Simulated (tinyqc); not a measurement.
Five-level k.p model folded onto the conduction band, step by step. Values are carried at full precision from step to step, so a last printed digit may differ when a step is redone from the rounded ones.

Second-order sums for the lowest conduction level at E: 1/m = 1 + Cm + (Ep/3)(2/E + 1/(E + Dso)) - (Ep2/3)(2/(E7 + D2 - E) + 1/(E7 - E)); g/2 = 1 + Cg - (Ep/3)(1/E - 1/(E + Dso)) - (Ep2/3)(1/(E7 - E) - 1/(E7 + D2 - E)). E is counted from the top of the valence band; E = Eg at the edge.

Constants: hbar^2/2m0 = 3.80998211 eV angstrom^2.

Parameters, chosen for this exercise (near those of GaAs; not measured data):
```
symbol  value  unit        meaning
Eg      1.534  eV          gap at Gamma to the s-like level
Dso     0.343  eV          spin-orbit splitting
Ep      25.5   eV          Kane energy
E7      4.4    eV          upper Gamma7 conduction level, from the valence top
D2      0.19   eV          its spin-orbit splitting, Gamma8 above Gamma7
Ep2     5.7    eV          Kane energy to the upper levels
Cm      0.1                remote term in 1/m
Cg      -0.02              remote term in g/2
k       0.047  1/angstrom  wave vector along z
```

## Mass and g factor term by term

Evaluate at E = Eg.

Terms:
```
level,part of 1/m,part of g
free + remote,1.1000,1.9600
Gamma8 valence,11.0821,-11.0821
Gamma7 valence,4.5285,9.0570
Gamma8 upper,-1.2435,1.2435
Gamma7 upper,-0.6629,-1.3259
```

m = 0.0675 m0
g = -0.148

The valence levels give 15.61 to 1/m and the upper levels take 1.91 away. In g the two valence terms nearly cancel when Dso is small against Eg; here Dso/Eg = 0.22 and they leave -2.025, the upper pair -0.082. This nearly cancels the free value 2, so 5 % in Ep moves g by about 0.1.

## The matrix at one k

For k along z and one spin sector the level c couples to four states. With c0 = hbar^2/2m0, P = sqrt(Ep c0), P2 = sqrt(Ep2 c0): diagonal Eg + (1 + Cm) c0 k^2 for c, and 0, -Dso, E7 + D2, E7 for lh, so, G8 up, G7 up (their own dispersion is left out); couplings of c: sqrt(2/3) P k to lh, sqrt(1/3) P k to so, sqrt(2/3) P2 k to G8 up, sqrt(1/3) P2 k to G7 up (phases chosen real).

Fill in the matrix.

H (eV), lower triangle:
```
,c,lh,so,G8 up,G7 up
c,1.54326
lh,0.37825,0
so,0.26747,0,-0.34300
G8 up,0.17883,0,0,4.59000
G7 up,0.12646,0,0,0,4.40000
```

## Exact folding onto c

Solve E = H_cc + S(E), S(E) = sum_j H_cj^2/(E - H_jj), from E = H_cc, by plain substitution and by Newton steps on E - H_cc - S(E). The weight of c in the state is Z = 1/(1 - dS/dE). The exact level is the third eigenvalue of H from below.

Iterates (eV):
```
step,substitution,Newton
0,1.54326,1.54326
1,1.65780,1.64877
2,1.64858,1.64923
3,1.64928,1.64923
4,1.64923,1.64923
5,1.64923,1.64923
6,1.64923,1.64923
7,1.64923,1.64923
```

exact level = 1.64923 eV
Z = 0.9290

Substitution multiplies the error by about dS/dE = 1 - 1/Z = -0.076 a step, so it alternates; after 7 steps it is off by 1.7e-09 eV, while Newton is within 1e-5 eV from step 2 on.

## Loewdin series

Expanding E = H_cc + S(E) about Eg in powers of k^2, with s_n = sum_j H_cj^2/(Eg - H_jj)^n: order k^2: e2 = (1 + Cm) c0 k^2 + s1; order k^4: e4 = -s2 e2; order k^6: e6 = s3 e2^2 + s2^2 e2.

Give each order and the partial sums, counted from Eg.

s1 (eV), s2 (no unit), s3 (1/eV); (1 + Cm) c0 k^2 is H_cc - Eg: 0.11534  0.08648  0.04865

e2, e4, e6 (eV): 0.12460  -0.01077  0.00169

partial sums (eV): 0.12460  0.11382  0.11551

The exact value is 0.11523 eV; the errors of the partial sums are +9.37, -1.41 and +0.28 meV.

## Checks

- Curvature of the exact level at small k against the sum for 1/m: both 14.804.

Program tinyqc; command `OMP_NUM_THREADS=1 python tinyqc.py 1050799 1050800 out.jsonl`; about 0.01 s on one thread of a shared Intel(R) Xeon(R) Processor @ 2.30GHz.
